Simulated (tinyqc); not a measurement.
What each parameter does: hole subbands of a hard-walled well, four-band Luttinger model.

Hole energies are counted downwards from the unstrained band edge, c = hbar^2/2m0. After the usual block transformation one block is H = [[P + Q - Zs, R - i S], [R + i S, P - Q + Zs]] in (heavy, light), with P +/- Q = c [(g1 +/- g2) k^2 + (g1 -/+ 2 g2) kz^2], R = sqrt(3) c gR k^2, S = 2 sqrt(3) c g3 k kz, kz = -i d/dz; axial approximation gR = (g2 + g3)/2. Zs = b (e_par - e_perp) is the shear part of the strain (the hydrostatic part shifts all levels alike and is left out). Basis sqrt(2/L) sin(n pi z/L), n = 1 to N, for each component: kz^2 gives (n pi/L)^2 and the heavy-light block is R delta_nm - 2 sqrt(3) c g3 k D_nm with D_nm = 4 n m/(L (n^2 - m^2)) for n + m odd, 0 otherwise. The other block has the same levels. The split-off band is left out.

Constants: hbar^2/2m0 = 3.80998211 eV angstrom^2.

Inputs chosen for the exercise (near those of GaAs; the results hold for these values, not for the real material): g1 = 7.04 (Luttinger gamma1); g2 = 2.06 (gamma2); g3 = 2.96 (gamma3); L = 70 angstrom (well width along [001]); Zs = 0 eV (shear strain energy); k = 0.0468 1/angstrom (wave vector in the plane).

N = 20; the three lowest hole energies at the given k and the heavy weight of the lowest.

One parameter was then changed.

Results before and after:
```
case     E1 (meV)  E2 (meV)  E3 (meV)  heavy weight
base        46.75     83.90    183.89         0.555
changed     43.66     80.07    166.20         0.562
```

Which of these changes was made? (a) g3 = 2.72; (b) g2 = 2.27; (c) Zs = -0.01 eV; (d) k = 0.0608 1/angstrom; (e) g1 = 7.6; (f) L = 80 angstrom.

Answer: (b) g2 = 2.27. Of the candidates, run in turn, only this one gives the changed row.

All candidates:
```
case                   E1 (meV)  E2 (meV)  E3 (meV)  heavy weight
base                      46.75     83.90    183.89         0.555
g1 = 7.6                  58.30     99.25    215.49         0.562
g2 = 2.27                 43.66     80.07    166.20         0.562
g3 = 2.72                 52.56     90.16    193.69         0.567
L = 80 angstrom           37.26     70.90    143.71         0.511
Zs = -0.01 eV             46.99     89.93    190.04         0.470
k = 0.0608 1/angstrom     51.71    100.42    194.34         0.481
```

tinyqc: `OMP_NUM_THREADS=1 python tinyqc.py 1252342 1252343 out.jsonl`; about 0.1 s, one thread, shared Intel(R) Xeon(R) Processor @ 2.30GHz.
